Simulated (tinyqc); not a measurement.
Shockley-Read-Hall recombination through one deep level: sweeps and comparisons. A value that a table varies takes the place of the one given here.

One level at Et with degeneracy 1: tn = 1/(sn vth Nt), tp = 1/(sp_ vth Nt), n1 = Nc exp((Et - Eg)/kT), p1 = Nv exp(-Et/kT), ni^2 = n1 p1. Equilibrium n0 = Nm, p0 = ni^2/Nm; n = n0 + dn, p = p0 + dn. U = (n p - ni^2)/(tp (n + n1) + tn (p + p1)), lifetime dn/U; emission rates en = sn vth n1, ep = sp_ vth p1.

Constants: kB = 8.617333262e-05 eV/K.

Inputs chosen for the exercise (gap and densities of states near those of GaN at this temperature; not measured data):
- E1 = 1.022 eV (level (0/-1) above Ev)
- E2 = 2.039 eV (level (-1/-2) above Ev)
- gm = 2 (degeneracy of the middle state, the others 1)
- T = 300 K
- Eg = 3.422 eV (gap)
- Nc = 2.21e+18 1/cm^3 (conduction-band density of states)
- Nv = 4.63e+19 1/cm^3 (valence-band density of states)
- Nd = 5e+15 1/cm^3 (ionised shallow donors minus acceptors)
- Et = 2.039 eV (recombination level above Ev)
- Nt = 7.7e+15 1/cm^3 (defects)
- sn = 2e-14 cm^2 (electron capture cross-section)
- sp_ = 4.7e-15 cm^2 (hole capture cross-section)
- vth = 15000000 cm/s (thermal velocity, both carriers)
- Nm = 7.7e+16 1/cm^3 (equilibrium electrons for the lifetime steps)
- dn = 5.2e+12 1/cm^3 (excess pairs)

## Charge state against the Fermi level (deep level with several charge states)

Energies from Ev. The defect has charge states 0, -1, -2 with weights 1, gm exp((EF - E1)/kT), exp((2 EF - E1 - E2)/kT); the shares are the weights over their sum. Boltzmann carriers: n = Nc exp((EF - Eg)/kT), p = Nv exp(-EF/kT). Neutrality: p - n + Nd + Nt <q> = 0.

Shares:
```
EF (eV)      0     -1     -2     <q>
0.205    1.000  0.000  0.000   0.000
0.479    1.000  0.000  0.000   0.000
0.753    1.000  0.000  0.000   0.000
1.027    0.292  0.708  0.000  -0.708
1.300    0.000  1.000  0.000  -1.000
1.574    0.000  1.000  0.000  -1.000
1.848    0.000  1.000  0.000  -1.000
2.122    0.000  0.075  0.925  -1.925
2.395    0.000  0.000  1.000  -2.000
2.669    0.000  0.000  1.000  -2.000
2.943    0.000  0.000  1.000  -2.000
3.217    0.000  0.000  1.000  -2.000
```

How do the results move?

Where the levels are several kT apart the middle state rules between about E1 - kT ln gm = 1.004 and E2 + kT ln gm = 2.057 eV; its largest share listed is 1.000. Each step spreads from 10 % to 90 % over 4.4 kT = 0.114 eV.

## Defects against doping (deep level with several charge states)

Nt takes the listed multiples of |Nd|; the resistivity uses mobilities of 1000 (electrons) and 300 (holes) cm^2/(V s), chosen for the exercise, and e = 1.602176634e-19 C.

Neutral state:
```
Nt/|Nd|  EF (eV)  n (1/cm^3)  p (1/cm^3)  rho (ohm cm)
0.01      3.2640    4.90e+15    6.80e-36          1.27
0.10      3.2588    4.00e+15    8.33e-36          1.56
0.30      3.2408    2.00e+15    1.67e-35          3.12
0.60      2.0748    5.17e-05    6.45e-16      1.21e+20
0.90      2.0032    3.23e-06    1.03e-14      1.93e+21
1.10      1.0636    5.31e-22        62.8      3.31e+14
1.50      1.0220    1.06e-22         314      6.63e+13
3.00      0.9862    2.66e-23    1.26e+03      1.66e+13
10.00     0.9473    5.90e-24    5.65e+03      3.68e+12
```

How do the results move?

EF goes from 3.264 to 0.947 eV and the resistivity from 1.27 to 3.68e+12 ohm cm, with a largest value of 1.93e+21 (values above about 1e13 are formal: hopping and surfaces conduct more). The largest move of EF, -1.166 eV, comes between Nt/|Nd| = 0.3 and 0.6; the levels lie at 1.022 and 2.039 eV. A defect can take up to two electrons, so EF leaves the neighbourhood of the band edge near Nt = Nd/2 and drops from the upper towards the lower level near Nt = Nd. The type changes along the table.

## Lifetime against injection

Recombination:
```
dn (1/cm^3)  lifetime (microsecond)  U (1/(cm^3 s))
1.0e+11                    0.001842        5.43e+19
1.0e+12                    0.001842        5.43e+20
1.0e+13                    0.001842        5.43e+21
1.0e+14                    0.001843        5.43e+22
1.0e+15                    0.001848        5.41e+23
1.0e+16                    0.001892        5.29e+24
1.0e+17                    0.002087        4.79e+25
1.0e+18                    0.002244        4.46e+26
```

What does this show, and why?

The lifetime rises from 0.001842 to 0.002244 microsecond; tn + tp = 0.002275. At low injection it is tp (1 + n1/n0) + tn p1/n0 with n1/Nm = 1.7e-22 and p1/Nm = 3.4e-32: re-emission is negligible, so minority capture alone counts. Auger and radiative paths are left out; they cut in at the highest injections, and in a doped direct-gap crystal the radiative one counts at all injections. dn = dp neglects trapped charge, which matters where the traps hold a charge comparable with dn, at low injection and with very unequal cross sections.

## Where a level does most harm

Et takes the values listed; G = Nt en ep/(en + ep) in a depleted region; the lifetime is for dn = 1e11 1/cm^3.

Results:
```
Et (eV)  lifetime (microsecond)  G (1/(cm^3 s))
0.205                   0.00194        4.62e-27
0.479                   0.00184        1.85e-22
0.753                   0.00184        7.43e-18
1.027                   0.00184        2.98e-13
1.300                   0.00184        1.15e-08
1.574                   0.00184        0.000460
1.848                   0.00184         0.00227
2.122                   0.00184        5.65e-08
2.395                   0.00184        1.47e-12
2.669                   0.00184        3.66e-17
2.943                   0.00184        9.12e-22
3.217                   0.00186        2.28e-26
```

What does this show?

Generation peaks where en = ep, at Eg/2 + (kT/2) ln(sp_ Nv/(sn Nc)) = 1.732 eV; the largest value listed is at 1.848 eV, and G falls by a decade for each 0.060 eV away from the peak. The lifetime is within a factor 2 of its minimum, 0.00184 microsecond, from 0.205 to 3.217 eV: recombination tolerates a wide range of Et, generation a narrow one.

## What moves lifetime and leakage

G = Nt en ep/(en + ep). Each row changes one parameter from the base and keeps the others.

Results:
```
case                  lifetime (microsecond)  G (1/(cm^3 s))
base                                0.001842        1.40e-06
Et = 2.079 eV                       0.001842        2.98e-07
sn = 4e-14 cm^2                     0.001842        1.40e-06
sp_ = 9.4e-15 cm^2                 0.0009211        2.80e-06
Nt = 3.85e+15 1/cm^3                0.003684        7.01e-07
Nm = 2.31e+17 1/cm^3                0.001842        1.40e-06
dn = 1.56e+13 1/cm^3                0.001842        1.40e-06
```

What can be read from the table?

The largest shifts from the base row, up to three for each result and ties (the steps differ in size, so this ranks the rows, not the parameters). lifetime (microsecond): Nt +0.00184, sp_ -0.000921; unchanged at the printed digits by Et, sn, Nm and dn. G (1/(cm^3 s)): sp_ +1.40e-06, Et -1.10e-06, Nt -7.01e-07; unchanged at the printed digits by sn, Nm and dn.

tinyqc: `OMP_NUM_THREADS=1 python tinyqc.py 1651410 1651411 out.jsonl`; about 0.01 s, one thread, shared Intel(R) Xeon(R) Processor @ 2.30GHz.
